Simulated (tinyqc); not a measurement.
Undoped gate-all-around wire MOSFET, analytic charge model: transfer curve and volume inversion.

An undoped round wire of radius R under an insulator shell and a surrounding gate; long channel, electrons only, n = ni exp((psi - V)/Vt) with V the quasi-Fermi potential (0 at the source, Vd at the drain), constant mobility, no quantisation. The radial Poisson equation gives n(r) = n(0)/(1 - (1 - b) r^2/R^2)^2 with b = Q0/(Q + Q0). Q is the electron charge per area of the wire surface.

ni = sqrt(Nc Nv) exp(-Eg/(2 Vt)), Eg in volts; Cox = eps0 eox/(R ln(1 + tox/R)); Q0 = 4 eps0 eps_r Vt/R; V0 = dphi + Vt ln[8 eps0 eps_r Vt/(q ni R^2)]. Q solves Vg - V0 - V = Q/Cox + Vt ln(Q/Q0) + Vt ln(1 + Q/Q0). I = mu (2 pi R/L)[2 Vt (Qs - Qd) + (Qs^2 - Qd^2)/(2 Cox) + Vt Q0 ln((Qd + Q0)/(Qs + Q0))], with Qs at V = 0 and Qd at V = Vd. The drop is psi(surface) - psi(centre) at the source end; C = dQs/dVg, Cg = Cox, drop = 2 Vt ln(1 + Qs/Q0); gm = dI/dVg.

Parameters, values chosen for the exercise; material values close to those of germanium: temperature T = 300 K; band gap Eg = 0.662 eV; relative permittivity of the semiconductor eps_r = 16; conduction-band density of states at T Nc = 1.02e19 cm^-3; valence-band density of states at T Nv = 6e18 cm^-3; relative permittivity of the gate insulator eox = 23; insulator thickness tox = 11 nm; wire radius R = 4 nm; gate work function less that of the intrinsic body dphi = 0.08 V; channel mobility mu = 350 cm^2/(V s); gate length L = 1 um; drain voltage Vd = 0.1 V.

Constants: q = 1.602176634e-19 C, kB = 1.380649e-23 J/K, Vt = kB T/q, eps0 = 8.8541878128e-14 F/cm where lengths are in cm. Results are converted to the units shown.

Transfer curve and volume inversion:

| Vg (V) | Qs (nC/cm^2) | drop (mV) | C/Cg | I (uA) | gm/I (1/V) |
|---|---|---|---|---|---|
| 0.12 | 0.003240 | 4.574e-4 | 3.253e-5 | 7.214e-7 | 38.68 |
| 0.21 | 0.1052 | 0.01485 | 0.001055 | 2.343e-5 | 38.66 |
| 0.29 | 2.259 | 0.3179 | 0.02205 | 5.100e-4 | 38.12 |
| 0.38 | 43.59 | 5.814 | 0.2835 | 0.01227 | 30.13 |
| 0.47 | 203.8 | 22.88 | 0.6012 | 0.09403 | 15.93 |
| 0.56 | 439.5 | 40.77 | 0.7407 | 0.2684 | 8.468 |
| 0.64 | 678.5 | 54.20 | 0.8051 | 0.4646 | 5.590 |
| 0.73 | 965.8 | 66.76 | 0.8490 | 0.7082 | 3.952 |
| 0.82 | 1265 | 77.25 | 0.8774 | 0.9661 | 3.025 |

Read the table: what changes, and by how much?

The current rises from 7.21e-7 to 0.966 uA. In the first row gm/I is 38.7 1/V, within 0.01 % of 1/Vt: with no depletion charge the whole body follows the gate, and the swing is ideal. The drop between surface and centre goes from 4.6e-4 to 77.2 mV and passes Vt at Vg = 0.56 V among the rows; below that the density varies across the body by less than a factor of e (volume inversion). C reaches 0.88 of Cg in the last row. For Vg = 0.47 to 0.82 V the surface density at the source passes 0.3 Nc, where Boltzmann statistics fail. In every row the body is thin enough for quantum confinement, left out here, to raise the threshold.

tinyqc, about 0.04 s, one thread, Intel Xeon 2.30GHz (shared host): `OMP_NUM_THREADS=1 python tinyqc.py 2460136 2460137 out.jsonl`
